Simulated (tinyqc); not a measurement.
# Three-phonon processes in a diatomic chain: dispersion, energy and momentum conservation, and decay channels of optical phonons, step by step

A worked calculation. Computed by tinyqc, a small Python program that keeps every step. Command: `OMP_NUM_THREADS=1 python tinyqc.py 3120484 3120485 out.jsonl threeph walk`. One thread of a shared host (Intel(R) Xeon(R) Processor @ 2.30GHz), about 0.05 s of CPU time with the checks. Intermediate numbers are printed to about 7 digits and carried at full precision; extremes and crossings named in words are read from the listed rows.

Cell length a, two atoms, one spring constant. x = q a/pi runs from -1 to 1; A and O are the acoustic and optical branches. Matrix elements are not computed: only conservation laws and occupation factors are followed.

Inputs (values chosen for the exercise, for a model chain): light mass m = 69.7 u; heavy mass M = 131 u; spring constant k = 11 eV/angstrom^2; temperature T = 300 K; wave number of the decaying phonon q a/pi = 0.62; zero-temperature width Gamma_0 = 2 1/cm.

Constants: nu for 1 eV/(angstrom^2 u) = 15.6333042 THz; h x 1 THz = 4.135667696 meV; k_B = 8.617333262e-05 eV/K; c = 299792458 m/s.

## Band edges

omega^2 = k (1/m + 1/M) -/+ k sqrt((1/m + 1/M)^2 - 4 sin^2(pi x/2)/(m M)); nu = 15.6333042 THz x sqrt(omega^2) for eV/(angstrom^2 u). Acoustic top sqrt(2 k/M), optical bottom sqrt(2 k/m), optical top sqrt(2 k (1/m + 1/M)).

acoustic top = 6.406583 THz

optical bottom = 8.783058 THz

optical top = 10.87136 THz

optical top over twice the acoustic top = 0.8484520

optical bottom over twice the acoustic top = 0.6854713

optical width over acoustic top = 0.3259615

The zone-centre optical phonon can decay into two acoustic ones: this needs M/m <= 3.

## Dispersion

The formulas are those given above.

Branches:
```
x     nu_A (THz)  nu_O (THz)
0.10    0.811962    10.84099
0.20    1.617452    10.75036
0.35    2.798752    10.50492
0.50    3.924592    10.13824
0.65    4.959282     9.67429
0.80    5.833613     9.17362
0.90    6.245976     8.89799
1.00    6.406583     8.78306
```

## Decay of the zone-centre phonon

O(0) -> A(x) + A(-x) needs nu_A(x) = nu_O(0)/2, which gives sin^2(pi x/2) = (3/16)(m + M)^2/(m M). Full width at half maximum Gamma = Gamma_0 (1 + 2 n), n = 1/(exp(h nu_A/(k_B T)) - 1); lifetime = 1/(2 pi c Gamma).

x of the products = 0.7270489

their frequency = 5.435679 THz

occupation n = 0.7215590

width Gamma = 4.886236 1/cm

lifetime = 1.086488 ps

## All channels at the given wave number

Processes for O(x): decay O -> A + A and O -> O + A with x = x' + x'' (mod 2), and absorption O + A -> O with x + x' = x'' (mod 2). Roots of the energy mismatch in x' are bracketed on 4001 points from -1 to 1 and refined. A process is umklapp (U) if the sum of wave numbers leaves (-1, 1]. Weight = occupation factor/|d mismatch/dx'|, the factor being 1 + n' + n'' for decay and n' - n'' for absorption. Pairs that differ only by exchanging two acoustic products count once, and the trivial root x' = 0 is left out.

nu_O(x) = 9.772863 THz

Channels:
```
process             x'         x''  nu' (THz)  nu'' (THz)  type  weight (1/THz)
O -> A + A  -0.9500095  -0.4299905   6.364936    3.407927     U       0.5029907
```

1 channel(s) are open, 1 of them umklapp.

## Phase space against the mass ratio

Total weight summed over channels and averaged over x = 0.05, 0.15, ..., 0.95, with m and k fixed; share of those x with an open channel.

Optical phonons:
```
M/m  weight, A + A (1/THz)  weight, with O (1/THz)  share open
1.1              0.3519942                       0         1.0
1.5              0.7698914                       0         1.0
2.0              0.4483327                       0         0.8
2.5              0.2552673                       0         0.5
2.9              0.1972414                       0         0.2
3.3              0.0000000                       0         0.0
3.7              0.0000000                       0         0.0
4.2              0.0000000                       0         0.0
6.0              0.0000000                       0         0.0
```

The A + A channel closes between M/m = 2.9 and 3.3 on this grid: energy conservation alone would allow it up to M/m = 4, where the optical bottom passes twice the acoustic top, but momentum must be conserved too. No channel with a second optical phonon opens at any ratio. A large gap that shuts such channels is one reason why crystals with very unequal masses can conduct heat well.

Checks made by the program: band edges against the dispersion (relative difference below 1e-10); frequency of the products (relative difference below 1e-10).
